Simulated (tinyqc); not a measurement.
Tamm state at the end of a one-band chain: sweeps and comparisons. A value that a table varies takes the place of the one given here.

A half-infinite chain with site energy 0 and hopping -t, band E = -2t cos(ka); the end site has energy D. The surface Green function of the unperturbed half chain is g = (E -/+ sqrt(E^2 - 4t^2))/(2t^2), the root with |t g| <= 1 and Im g <= 0, and with the shift G = g/(1 - D g).

Parameters, chosen for this exercise: t = 2.02 eV (hopping); a = 3.3 angstrom (spacing); D = -2.69 eV (shift of the end site); E = -1.95 eV (energy in the band).

## Threshold for a surface state

For |D| > t: E = D + t^2/D, weight on the end site 1 - t^2/D^2, decay length of the amplitude a/ln|D/t|; a dash: no bound state. The last column is the surface density -Im G/pi at E = 0.

Against D:
```
D/t    D (eV)   E (eV)  end weight  decay length (angstrom)  density at E = 0 (1/eV)
-3.00  -6.060  -6.7333      0.8889                     3.00                   0.0158
-2.00  -4.040  -5.0500      0.7500                     4.76                   0.0315
-1.40  -2.828  -4.2709      0.4898                     9.81                   0.0532
-1.10  -2.222  -4.0584      0.1736                    34.62                   0.0713
-0.80  -1.616        -           -                        -                   0.0961
0.50    1.010        -           -                        -                   0.1261
0.95    1.919        -           -                        -                   0.0828
1.05    2.121   4.0448      0.0930                    67.64                   0.0749
1.30    2.626   4.1798      0.4083                    12.58                   0.0586
2.50    5.050   5.8580      0.8400                     3.60                   0.0217
```

What does this show?

A state splits off only for |D| > t = 2.02 eV, although in the middle of an endless chain any shift binds one. Just past the threshold, at D/t = 1.05, it lies 4.8 meV outside the band and spreads over 67.6 angstrom; at D/t = -3 it holds 89 % of the end site, and the density left at the band centre has fallen to 0.10 of the clean value.

## What each parameter does

E = D + t^2/D, weight 1 - (t/D)^2, decay length -a/ln|t/D|, surface density -Im G/pi at E. Each row changes one parameter from the base and keeps the others.

Results:
```
case               bound level (eV)  weight  decay (angstrom)  density (1/eV)
base                        -4.2069  0.4361            11.521          0.0928
t = 2.121 eV                -4.3624  0.3783            13.886          0.0924
D = -3.228 eV               -4.4921  0.6084             7.040          0.0686
a = 3.63 angstrom           -4.2069  0.4361            12.673          0.0928
E = -0.975 eV               -4.2069  0.4361            11.521          0.0718
```

How do the results move?

The largest shifts from the base row, up to three for each result and ties (the steps differ in size, so this ranks the rows, not the parameters). bound level (eV): D -0.2852, t -0.1555; unchanged at the printed digits by a and E. weight: D +0.1723, t -0.0578; unchanged at the printed digits by a and E. decay (angstrom): D -4.481, t +2.365, a +1.152; unchanged at the printed digits by E. density (1/eV): D -0.0241, E -0.0210, t -0.0004; unchanged at the printed digits by a.

Program tinyqc; command `OMP_NUM_THREADS=1 python tinyqc.py 1481575 1481576 out.jsonl`; about 0.01 s on one thread of a shared Intel(R) Xeon(R) Processor @ 2.30GHz.
